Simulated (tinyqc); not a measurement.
Buckled dimers of a reconstructed (001) surface, two dangling bonds a dimer, step by step. Values are carried at full precision from step to step, so a last printed digit may differ when a step is redone from the rounded ones.

In a dimer one atom moves up by z and the other down by z; the dangling bond of the up atom (more s-like) falls by gm z and that of the down atom rises by gm z. With all dimers tilted alike: H(k) = [[-gm z - 2 ta cos k, -tp - 2 tx cos k], [., gm z - 2 ta cos k]], k along the row in 1/a. Two electrons a dimer fill the lowest N of the 2N levels on the mesh k_j = (j + 1/2) pi/N. Total energy a dimer: W(z) = (2/N) sum of the filled levels + kf z^2. Repulsion between electrons is left out.

Constants: kB = 8.617333262e-05 eV/K.

Inputs chosen for the exercise (of the size met on Si(001); not measured data):
```
symbol  value  unit           meaning
tp      0.21   eV             pi coupling inside a dimer
ta      0.1    eV             coupling between like atoms along the row
tx      0.02   eV             diagonal coupling along the row
gm      2.33   eV/angstrom    shift of a dangling bond with height
z       0.32   angstrom       a trial buckling
k       0.18   pi/a           wave vector along the row
kf      10.2   eV/angstrom^2  force constant of buckling
N       8                     k points
```

## One k point at the trial buckling

Form H, its levels and the weight of the lower one on the up atom, (1 + gm z/sqrt((gm z)^2 + h^2))/2 with h the off-diagonal element; k is given in pi/a.

H (eV), rows up, down and columns alike:
```
[[-0.9145, -0.2438],
 [-0.2438, 0.5767]]
```

levels (eV): [-0.9533, 0.6156]

weight on the up atom = 0.9752

## The bands on the mesh

Both levels at each k_j for the trial z, and W(z).

Levels (eV):
```
j  k (pi/a)    lower   upper
0    0.0625  -0.9823  0.5900
1    0.1875  -0.9506  0.6180
2    0.3125  -0.8920  0.6698
3    0.4375  -0.8158  0.7377
4    0.5625  -0.7335  0.8115
5    0.6875  -0.6578  0.8800
6    0.8125  -0.6000  0.9326
7    0.9375  -0.5687  0.9611
```

band energy = -1.5502 eV
elastic energy = 1.0445 eV
W = -0.5057 eV

The lower band is full and the upper empty.

## An isolated dimer

For ta = tx = 0, W = -2 sqrt(tp^2 + (gm z)^2) + kf z^2. It buckles if gm^2/kf > tp; then sqrt(tp^2 + (gm z)^2) = gm^2/kf, the gap is twice that, and the gain is (gm^2/kf - tp)^2 kf/gm^2.

gm^2/kf = 0.5322 eV
buckling z = 0.2099 angstrom
gap = 1.0645 eV
gain = 0.1951 eV

The pi bond is too weak to resist: the dimer tilts and charge moves to the up atom.

## The row at its minimum

Minimise W over z from 0 to 1 angstrom. Gap: lowest upper level less highest lower level on 201 points from 0 to pi (negative: overlap). Charge moved to the up atom: the mean of gm z/sqrt((gm z)^2 + h^2) over the mesh, valid for a full lower band.

z = 0.2097 angstrom
gain over flat dimers = 0.1964 eV

gap (eV): flat 0.0200, at the minimum 0.6662

charge moved = 0.918 e

With these values the flat row already has a gap and buckling widens it; fuller one-electron models of Si(001) and Ge(001) find the flat dimers metallic. Per dimer, the gain is also the barrier for flipping the whole row together in this picture, 7.6 kT at 300 K.

## Checks

- Buckling of an isolated dimer from the formula against numerical minimisation: both 0.2099.

Computed by tinyqc, a small Python program: `OMP_NUM_THREADS=1 python tinyqc.py 1480194 1480195 out.jsonl` (the numbers bound the seed that draws the inputs); one thread of a shared host (Intel(R) Xeon(R) Processor @ 2.30GHz), about 0.02 s for the whole set of steps.
